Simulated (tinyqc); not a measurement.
Inside a calculation. Method: one-electron ion in a basis of Gaussians. Computed by tinyqc, a small Python program that keeps every step. Settings: Z = 3, l = 0. Command: `OMP_NUM_THREADS=1 python tinyqc.py 31431 31432 out.jsonl` (the two numbers bound the seeds that draw the settings). One thread of a shared host (Intel(R) Xeon(R) Processor @ 2.60GHz), about 0.01 s of CPU time with the checks.

## Matrices over normalised Gaussians

exponents of r^l exp(-a r^2) (1/bohr^2): 0.925700  3.001000

Z = 3

l = 0

With p = a_i + a_j and I(k) = Gamma((k+1)/2) / (2 p^((k+1)/2)): S = I(2l+2), T = (2l+3) a_i a_j S / p, V = -Z I(2l+1), each divided by sqrt(S_ii S_jj).

S:
```
,1,2
1,1.000000,0.782178
2,0.782178,1.000000
```

T (hartree):
```
,1,2
1,1.388550,1.660104
2,1.660104,4.501500
```

V (hartree):
```
,1,2
1,-4.606027,-5.246815
2,-5.246815,-8.293241
```

## Generalised eigenproblem

H = T + V (hartree):
```
,1,2
1,-3.217477,-3.586711
2,-3.586711,-3.791741
```

Solve H C = S C e through S^(-1/2); each column has its largest component positive (the first on a tie).

eigenvalues of S: 0.217822  1.782178

eigenvalues (hartree): -4.027241  0.425144

coefficients:
```
,1,2
1,0.369124,1.561972
2,0.684473,-1.451725
```

For Z = 3 and l = 0 the exact lowest level is -Z^2/(2 n^2) with n = l + 1: -4.500000 hartree.
